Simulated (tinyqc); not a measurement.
# Microkinetic model of low-temperature epitaxy from hydride gases: adsorption, hydrogen desorption and rate control, step by step

A worked calculation. Computed by tinyqc, a small Python program that keeps every step. Command: `OMP_NUM_THREADS=1 python tinyqc.py 3029289 3029290 out.jsonl hepi walk`. One thread of a shared host (Intel(R) Xeon(R) Processor @ 2.30GHz), about 0.01 s of CPU time with the checks. Intermediate numbers are printed to about 6 digits and carried at full precision; extremes and crossings named in words are read from the listed rows.

Each hydride molecule needs two free sites and leaves four hydrogen atoms, of which two leave at once as H2; theta is the hydrogen coverage, the site density is 6.78 per nm^2 and one layer is 1.358 angstrom thick.

Inputs (values chosen for the exercise, close to those used for silane and germane on Si(001)):
```
quantity                                           value  unit
silane pressure p_S                                  0.1    Pa
sticking prefactor of silane s0                     0.16     -
adsorption barrier E_s                              0.11    eV
desorption prefactor nu_d                        3.4e+11   1/s
desorption energy on silicon E_d                    2.09    eV
hydrogen carrier pressure p_H                         10    Pa
sticking of hydrogen s_H                         2.6e-07     -
temperature T                                        680     C
germane pressure p_G                              0.0036    Pa
sticking ratio of germane to silane r_G              4.5     -
lowering of E_d per unit germanium fraction, dE     0.42    eV
```

Film: silicon-germanium. Order of hydrogen desorption: first.

Constants: k_B = 8.617333262e-05 eV/K; u = 1.6605390666e-27 kg; k_B = 1.380649e-23 J/K.

## Rate constants

Flux per site F = p/(sqrt(2 pi M k_B T) x 6.78e18 per m^2), M = 32.12 u (silane), 76.63 u (germane), 2.016 u (hydrogen); s = s0 exp(-E_s/(k_B T)); k_S = s F_S, k_G = r_G s F_G; germanium fraction x = k_G/(k_S + k_G); k = k_S + k_G; k_H = s_H F_H; k_d = nu_d exp(-(E_d - dE x)/(k_B T)). Temperatures in kelvin are T(C) + 273.15.

k = 10.2886 1/s

germanium fraction x = 0.0949265

k_H = 0.0230495 1/s

k_d = 4.91380 1/s

## Coverage and growth rate

With k the hydride and k_H the hydrogen adsorption rate on free pairs and k_d the desorption rate, steady state: 2 (k + k_H)(1 - theta)^2 = k_d theta; growth rate R = k (1 - theta)^2 layers/s; 1 layer/s = 8.148 nm/min. With c = 2 (k + k_H)/k_d the free share is 1 - theta = 2/(1 + sqrt(1 + 4c)).

c = 4.19703

hydrogen coverage theta = 0.616682

growth rate R in layers = 1.51174 layers/s

growth rate G = 12.3176 nm/min

Adsorption and desorption share control.

## Degrees of rate control

X_i = d ln R/d ln k_i at fixed other constants. With f = 1 - theta and a = 2/f + 1/theta: d ln f/d ln k_d = 1/(a f), so X_d = 2/(a f), X_k = 1 - X_d k/(k + k_H), X_H = -X_d k_H/(k + k_H); they sum to 1.

X_d (desorption) = 0.762898

X_k (hydride adsorption) = 0.238807

X_H (hydrogen adsorption) = -0.00170529

## Two regimes over temperature

Limits: desorption-limited R = k_d k/(2 (k + k_H)), adsorption-limited R = k.

Growth:
```
T (C)     theta   G (nm/min)  desorption limit (nm/min)  adsorption limit (nm/min)
400    0.996718  6.15657e-04                6.17685e-04                    57.1483
450    0.989417  7.04071e-03                7.11602e-03                    62.8619
500    0.970823  5.80143e-02                5.97579e-02                    68.1470
550    0.929754  3.60276e-01                3.87496e-01                    73.0119
600    0.850755  1.72565e+00                2.02838e+00                    77.4738
650    0.720077  6.39040e+00                8.87460e+00                    81.5551
700    0.540259  1.80251e+01                3.33638e+01                    85.2810
750    0.345112  3.80317e+01                1.10201e+02                    88.6771
800    0.186498  6.07315e+01                3.25642e+02                    91.7690
850    0.089697  7.83748e+01                8.73768e+02                    94.5812
```

The apparent activation energy of G is 2.04 eV between the first rows and 0.53 eV between the last; full hydrogen cover gives a value near the desorption energy (plus E_s where k_H far exceeds k), a bare surface one near E_s less k_B T/2 from the flux. The coverage passes one half between 700 and 750 C, the knee of the Arrhenius plot.

Checks made by the program: steady coverage against time integration of d theta/dt (relative difference below 1e-10); degree of control against a finite difference (relative difference 1e-10).
